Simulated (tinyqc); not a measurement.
# Voltage acceleration of oxide breakdown, four models on the same data: lifetime against voltage in four models

Field E = V/tox in MV/cm. Models: ln(t63/1 s) = a - c X with X = E (E model), -1/E (1/E model), ln V (power law, c the exponent n) or sqrt(E).

a and c were fitted to stress data from 4.32 to 5.58 V. Project to Vu, multiply by exp[(Ea q/kB)(1/Tu - 1/Ts)] and by ks; ten years are 3.15576e8 s.

Parameters, values chosen for the exercise: oxide thickness tox = 5.9 nm; stress temperature Ts = 398 K; use temperature Tu = 378 K; activation energy Ea = 0.97 eV; factor for area and percentile ks = 4.8e-5.

Constants: q = 1.602176634e-19 C, kB = 1.380649e-23 J/K. Results are converted to the units shown.

| model | c | a |
|---|---|---|
| E | 4.82396 | 50.0917 |
| 1/E | 330.816 | -30.2599 |
| power | 40.1005 | 73.5306 |
| sqrt E | 27.8437 | 90.1567 |

Lifetime against voltage in four models:

| Vu (V) | log10 years, E | log10 years, 1/E | log10 years, power | log10 years, sqrt E |
|---|---|---|---|---|
| 2 | 3.485 | 18.07 | 8.694 | 5.723 |
| 2.44 | 1.922 | 10.43 | 5.231 | 3.395 |
| 2.88 | 0.3600 | 5.123 | 2.344 | 1.270 |
| 3.32 | -1.202 | 1.222 | -0.1319 | -0.6983 |
| 3.75 | -2.729 | -1.705 | -2.253 | -2.499 |
| 4.19 | -4.292 | -4.079 | -4.185 | -4.238 |
| 4.63 | -5.854 | -6.002 | -5.924 | -5.888 |
| 5.07 | -7.416 | -7.590 | -7.505 | -7.461 |

The four agree within 0.17 decades in the last row, inside the stress range, and part by 14.6 decades in the first. The local exponent -d ln t/d ln V is c E for the E model, which shrinks as V falls, constant for the power law, and c/E for the 1/E model, which grows as V falls.

Range of the model: All four laws are empirical fits; none is established far below the stress range.

Numbers from tinyqc (`OMP_NUM_THREADS=1 python tinyqc.py 2070129 2070130 out.jsonl`; about 0.01 s on one thread of a shared Intel Xeon 2.30GHz).
